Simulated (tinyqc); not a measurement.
Inside a calculation. Model: ellipsometry and reflectance of a transparent film on an absorbing substrate.

Program tinyqc, `OMP_NUM_THREADS=1 python tinyqc.py 2870167 2870168 out.jsonl`; Intel Xeon 2.30GHz, shared host, one thread, about 0.3 s. Printed values are rounded.

Air (index 1), film, substrate with N2 = n2 - i k2; time factor exp(+i w t). q_j = sqrt(N_j^2 - sin^2 th), root with positive real part. Fresnel coefficients r_s = (q_a - q_b)/(q_a + q_b), r_p = (N_b^2 q_a - N_a^2 q_b)/(N_b^2 q_a + N_a^2 q_b). tan(Psi) exp(i Delta) = R_p/R_s, Delta taken from 0 to 360 degrees.

Values chosen for this exercise; indices close to those of silicon dioxide on silicon:

| symbol | value | unit | meaning |
|---|---|---|---|
| lam | 632.8 | nm | wavelength |
| th | 75 | degrees | angle of incidence |
| n1 | 1.465 |  | index of the transparent film |
| d | 28 | nm | film thickness |
| n2 | 3.882 |  | index of the substrate |
| k2 | 0.019 |  | extinction coefficient of the substrate |

## Interface coefficients and thickness period

q0, q1, q2 and the coefficients r01 and r12 for p and s; the results repeat in d with the period lam/(2 q1).

q0 = 0.258819
q1 = 1.10146
q2 = 3.75991-0.01962i
r01,p = -0.329508
r01,s = -0.619462
r12,p = 0.345762-0.002012i
r12,s = -0.546860+0.001829i
period = 287.255 nm

## Psi, Delta and reflectances

beta = 2 pi d q1/lam, X = exp(-2 i beta), R = (r01 + r12 X)/(1 + r01 r12 X) for p and s.

beta = 0.306224 rad
X = 0.818243-0.574873i
R_p = -0.068354-0.215951i
R_s = -0.852865+0.116715i
Psi = 14.7424 degrees
Delta = 80.2286 degrees
|R_p|^2 = 0.0513073
|R_s|^2 = 0.741001

The bare substrate gives Psi = 1.215 and Delta = 172.94 degrees.
